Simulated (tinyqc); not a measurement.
What each parameter does: thin-body film or fin with hard walls, valleys of the Si type.

Six ellipsoidal valleys with their long axes along the cube axes, mass ml along the axis and mt across it. For a valley whose axis makes the angle theta with the surface normal, 1/m_z = cos^2(theta)/ml + sin^2(theta)/mt sets the confinement; in the plane the masses are m_1 = mt and m_2 = ml mt/m_z, and m_d = sqrt(m_1 m_2).

A film of thickness t between hard walls, flat band inside: E_n = c (n pi/t)^2/m_z above the bulk edge, c = hbar^2/2m0. Without degeneracy the sheet density is N2 exp((EF - Ec)/kB T) with N2 = sum_i g m_d/(2 pi c) kB T exp(-E_i/kB T) over n = 1 to 40 of each group; a classical film has t Nc with Nc = 2 g_all (m_dos kB T/(4 pi c))^(3/2), m_dos = (ml mt^2)^(1/3). The threshold shift is dVt = kB T ln(t Nc/N2).

Constants: hbar^2/2m0 = 3.80998211 eV angstrom^2; kB = 8.617333262e-05 eV/K.

Inputs chosen for the exercise (near those of Si; the results hold for these values, not for the real material): ml = 0.912 m0 (longitudinal mass); mt = 0.194 m0 (transverse mass); face = 111 (face of the film or side wall of the fin); T = 77 K (temperature); t = 32 angstrom (body thickness); g_all = 6 (number of valleys).

E1 is the lowest level, and the share is that of its group in N2.

Results for these values:
```
case  E1 (eV)  share (%)  dVt (mV)  Nc (1e19/cm^3)
base   0.1396      100.0     128.7           0.363
```

What happens to each result for t = 38 angstrom, all else kept?

Answer: E1 falls from 0.1396 to 0.0990; share does not change at the printed digits; dVt falls from 128.7 to 89.2; Nc does not change at the printed digits.

The same for each parameter in turn:
```
case             E1 (eV)  share (%)  dVt (mV)  Nc (1e19/cm^3)
base              0.1396      100.0     128.7           0.363
t = 38 angstrom   0.0990      100.0      89.2           0.363
T = 47 K          0.1396      100.0     132.0           0.173
ml = 0.821 m0     0.1411      100.0     130.2           0.344
mt = 0.213 m0     0.1284      100.0     117.7           0.398
```

(tinyqc, `OMP_NUM_THREADS=1 python tinyqc.py 1280989 1280990 out.jsonl`, Intel(R) Xeon(R) Processor @ 2.30GHz, 1 thread, shared host, about 0.01 s.)
